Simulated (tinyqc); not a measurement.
# Changing the junction voltage V

Model: current of a Schottky diode by thermionic-emission-diffusion theory, and its read-back from I-V-T and C-V data. Computed by tinyqc, a small Python program. Command: `OMP_NUM_THREADS=1 python tinyqc.py 3000956 3000957 out.jsonl schottky sweep`. One thread of a shared host (Intel(R) Xeon(R) Processor @ 2.30GHz), about 0.01 s of CPU time with the checks.

Full ionisation, no tunnelling, no recombination current. V is the voltage across the junction itself, forward positive.

Inputs (values chosen for the exercise, modelled on n-type 4H-SiC):
```
quantity                                     value           unit
Richardson constant A*                         149   A/(cm^2 K^2)
effective density of states at 300 K, N_c  1.7e+19         1/cm^3
permittivity eps                               9.7              -
mobility mu                                    830     cm^2/(V s)
barrier without image force phi_0 (mean)      1.37             eV
doping N                                   2.2e+17         1/cm^3
series resistance R_s                        0.071  milliohm cm^2
temperature T                                  300              K
standard deviation sigma                        81            meV
relative change of sigma^2 with bias, rho     0.55            1/V
```

Barrier: Gaussian spread of heights.

Constants: k_B = 8.617333262e-05 eV/K; e = 1.602176634e-19 C; eps_0 = 8.8541878128e-12 F/m.

Method:
- N_c(T) = N_c (T/300 K)^(3/2); V_bi = phi_0 - (k_B T/e) ln(N_c(T)/N); surface field F = sqrt(2 e N (V_bi - V - k_B T/e)/(eps eps_0)); image lowering d_phi = sqrt(e F/(4 pi eps eps_0)); effective barrier phi = phi_0 - d_phi - sigma^2 (1 - rho V)/(2 k_B T).
- Collection velocity v_R = A* T^2/(e N_c(T)); diffusion velocity v_D = mu F; J = e N_c(T) v_R/(1 + v_R/v_D) exp(-phi/k_B T) [exp(e V/k_B T) - 1].
- Terminal voltage V + J R_s.
- Ideality n = (e/k_B T)/(d ln J/dV) by a central difference of +/- 1 mV; J_0 = J exp(-e V/(n k_B T)); apparent barrier phi_IV = k_B T ln(A* T^2/J_0); a C-V plot gives phi_CV = phi_0, the mean without lowering.

One run for each value:
```
junction voltage V (V)  current density J (A/cm^2)  ideality factor n  image lowering (meV)  terminal voltage (V)
0.15                                    4.9619e-11             1.0898                66.509               0.15000
0.29                                    7.0153e-09             1.0954                64.244               0.29000
0.42                                    6.8785e-07             1.0980                61.902               0.42000
0.56                                    9.4669e-05             1.1016                59.041               0.56000
0.69                                    9.0065e-03             1.1065                55.950               0.69000
0.83                                    1.1822e+00             1.1150                51.921               0.83008
0.96                                    1.0472e+02             1.1298                47.087               0.96743
```

Over the rows, current density J (A/cm^2) rises from 4.96e-11 to 105 (exponent d ln y / d ln x 7.5 between the first rows and 31 between the last); ideality factor n rises from 1.09 to 1.13 (exponent d ln y / d ln x 0.0079 between the first rows and 0.091 between the last); image lowering (meV) falls from 66.5 to 47.1 (exponent d ln y / d ln x -0.053 between the first rows and -0.67 between the last).  Left out: 1.10 (the bias is too near flat band).
